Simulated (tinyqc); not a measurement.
Implant damage, amorphisation by cascade overlap, and solid-phase epitaxial regrowth: one step, computed by the program tinyqc. Command: `OMP_NUM_THREADS=1 python tinyqc.py 3112876 3112877 out.jsonl sper walk`. One thread of a shared host (Intel(R) Xeon(R) Processor @ 2.30GHz), about 0.01 s of CPU time with the checks.

Range and width of the damage are inputs. Dynamic annealing enters only through the surviving share f.

Task: The amorphous layer. Displaced share x(z) = f nu Q exp(-(z - R_d)^2/(2 s_d^2))/(sqrt(2 pi) s_d N); the layer is amorphous where x > x_c, between R_d -/+ s_d sqrt(2 ln(x_max/x_c)), the upper edge being cut at the surface. Threshold dose Q_c = Q x_c/x_max.

Inputs (values chosen for the exercise, modelled on germanium ions in silicon): atomic density N = 49.9 1/nm^3; depth of the damage peak R_d = 38 nm; width of the damage profile s_d = 26 nm; share of defects that survive f = 0.89; critical displaced share x_c = 0.12; dose Q = 4.4e+14 1/cm^2.

displacements per ion nu = 1244.417

Give: peak displaced share x_max; threshold dose Q_c; upper edge; lower edge.

Result:

peak displaced share x_max = 1.4985

threshold dose Q_c = 3.5236e+13 1/cm^2

upper edge = 0 nm

lower edge = 96.424 nm

The layer reaches the surface. Caution: x above 1 counts atoms displaced more than once.
